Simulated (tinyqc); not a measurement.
# Free and trapped electrons in a MOS channel with a dense trap tail: free and trapped charge against gate voltage

p-type body, charge-sheet picture, full ionisation (an idealisation for deep acceptors), Boltzmann statistics for free electrons. e = Ec - EF at the surface. Acceptor-like traps of density D(E) = D0 + De exp(-E/Ew) at depth E below Ec, from 0 to Eu, hold n_t = integral of D(E)/(1 + exp((e - E)/Vt)). psi = Eg - Vt ln(Nv/Na) - e; N_dep = sqrt(2 eps0 eps_r Na (psi - Vt)/q); n_f = sqrt(N_dep^2 + 2 eps0 eps_r Vt Nc exp(-e/Vt)/q) - N_dep; Vg = Vfb + psi + q (N_dep + n_t + n_f)/Cox, Cox = eps0 eox/tox.

Free share n_f/(n_f + n_t); swing ln 10 n_f/(dn_f/dVg); field-effect mobility mf q (dn_f/dVg)/Cox, for a constant mf; oxide field q (N_dep + n_t + n_f)/(eps0 eox).

Parameters, values chosen for the exercise; band and dielectric values close to those of silicon:

| symbol | value | unit | meaning |
|---|---|---|---|
| T | 250 | K | temperature |
| Eg | 1.13 | eV | band gap |
| eps_r | 11.6 |  | relative permittivity |
| Nc | 2.1e19 | cm^-3 | conduction-band density of states at T |
| Nv | 1.99e19 | cm^-3 | valence-band density of states at T |
| eox | 3.9 |  | relative permittivity of the insulator |
| tox | 28 | nm | insulator thickness |
| Na | 6.8e15 | cm^-3 | acceptor density |
| Vfb | -0.98 | V | flat-band voltage without trapped charge |
| D0 | 3.2e10 | cm^-2 eV^-1 | constant background density of acceptor-like traps |
| De | 2e13 | cm^-2 eV^-1 | density of the tail at the conduction edge |
| Ew | 0.13 | eV | decay energy of the tail |
| Eu | 0.57 | eV | depth below Ec down to which the traps reach |
| mf | 170 | cm^2/(V s) | mobility of free electrons |

Constants: q = 1.602176634e-19 C, kB = 1.380649e-23 J/K, Vt = kB T/q, eps0 = 8.8541878128e-14 F/cm where lengths are in cm. Results are converted to the units shown.

Result of one run:
```
Vg (V),e (eV),n_f (cm^-2),n_t (cm^-2),free share (%),swing (mV/decade),field-effect mobility (cm^2/(V s)),oxide field (MV/cm)
1.5,0.1300,2.500e10,9.814e11,2.484,662.0,19.20,0.5900
```

What becomes of these results when the gate voltage Vg is changed from 1.5 to 0.8 V, all else the same?

Result of the changed run:
```
Vg (V),e (eV),n_f (cm^-2),n_t (cm^-2),free share (%),swing (mV/decade),field-effect mobility (cm^2/(V s)),oxide field (MV/cm)
0.8,0.2058,8.137e8,5.379e11,0.1511,347.7,1.190,0.3671
```

The whole series:
```
Vg (V),e (eV),n_f (cm^-2),n_t (cm^-2),free share (%),swing (mV/decade),field-effect mobility (cm^2/(V s)),oxide field (MV/cm)
0.1,0.3592,7.416e5,1.460e11,5.079e-4,152.1,0.002479,0.1718
0.8,0.2058,8.137e8,5.379e11,0.1511,347.7,1.190,0.3671
1.5,0.1300,2.500e10,9.814e11,2.484,662.0,19.20,0.5900
2.2,0.08761,1.444e11,1.361e12,9.589,1316,55.79,0.8248
2.9,0.06127,3.670e11,1.653e12,18.17,2251,82.90,1.065
3.6,0.04247,6.620e11,1.880e12,26.05,3288,102.4,1.309
4.3,0.02783,1.012e12,2.055e12,33.00,4363,118.0,1.553
5,0.01588,1.407e12,2.188e12,39.14,5472,130.7,1.799
5.6,0.007170,1.774e12,2.274e12,43.83,6466,139.6,2.010
```

n_f reaches 1e11 cm^-2 at Vg = 2.01 V, against 0.362 V without traps. The free share rises from 5.08e-4 to 43.8 % and the field-effect mobility rises from 0.00248 to 140 cm^2/(V s), although mf = 170 is constant: in the last row 82.1 % of Cox dVg goes into free electrons. The swing in the first row is 152 mV a decade (Vt ln 10 = 49.6). For Vg = 3.6, 4.3, 5, 5.6 EF lies less than 2 Vt below the band edge, or above it, where degeneracy and confinement, left out, matter.

Program tinyqc, `OMP_NUM_THREADS=1 python tinyqc.py 2222157 2222158 out.jsonl`; Intel Xeon 2.30GHz, shared host, one thread, about 0.02 s.
